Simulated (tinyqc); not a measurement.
Off-state leakage of single and stacked transistors: course of the iteration.

n-channel devices of unit width. Subthreshold current I(Vg, Vs, Vd) = I0 (T/300 K)^0.5 exp[(Vg - Vs - VT(T) - gb (Vs - Vb) + dd (Vd - Vs))/(nf Vt)] (1 - exp(-(Vd - Vs)/Vt)), VT(T) = VT - cT (T - 300 K). Gate-edge tunnelling Ig (Vd/1 V) exp(ag (Vd - 1 V)), for a gate at 0 V, and band-to-band leakage Ab u exp(-Bb/u), u = Vd - Vb + 1 V, flow at a drain held at V; both are taken as independent of T. In a stack of off transistors (all gates at 0 V) the same subthreshold current passes through each.

Start: Vx = dd V/(1 + gb + 2 dd), the solution for Vx well above Vt, rounded to three decimals.

Stack of two, Vx the node between them: I_low = I(0, 0, Vx), I_up = I(0, Vx, V), f = ln(I_up/I_low), f' = -(1 + gb + 2 dd)/(nf Vt) - 1/(Vt (exp(Vx/Vt) - 1)) - 1/(Vt (exp((V - Vx)/Vt) - 1)), Vx(new) = Vx - f/f'.

Stop when the step is below 1e-11 V, or after 40 iterations.

Inputs (values chosen for the exercise); values of the order met in bulk silicon logic transistors:

| symbol | value | unit | meaning |
|---|---|---|---|
| T | 358 | K | temperature |
| V | 0.7 | V | supply voltage |
| VT | 0.29 | V | threshold at 300 K, zero drain and body bias |
| cT | 0.8 | mV/K | fall of the threshold with temperature |
| I0 | 0.15 | uA/um | current at threshold at 300 K |
| nf | 1.2 |  | slope factor |
| dd | 0.14 |  | drain-induced lowering per volt |
| gb | 0.14 |  | rise of the threshold per volt of source-body bias |
| Vb | -0.3 | V | body voltage |

Constants: q = 1.602176634e-19 C, kB = 1.380649e-23 J/K, Vt = kB T/q. Results are converted to the units shown.

Course of the iteration:
```
iteration	Vx before the step (V)	step (V)
1	0.069	2.69e-3
2	0.0716875	1.17e-5
3	0.0716992	2.07e-10
4	0.0716992	< 1e-15
```

Did this iteration meet its convergence test, and what does its course show?

Yes. Converged in 4 iterations. The subthreshold current of the stack is 0.08650 nA/um, 11.9 times less than that of one transistor (the drain leakage is unchanged); the estimate exp[dd V (1 + gb + dd)/((1 + gb + 2 dd) nf Vt)] gives 10.9.

Program tinyqc, `OMP_NUM_THREADS=1 python tinyqc.py 2242157 2242158 out.jsonl`; Intel Xeon 2.30GHz, shared host, one thread, about 0.03 s.
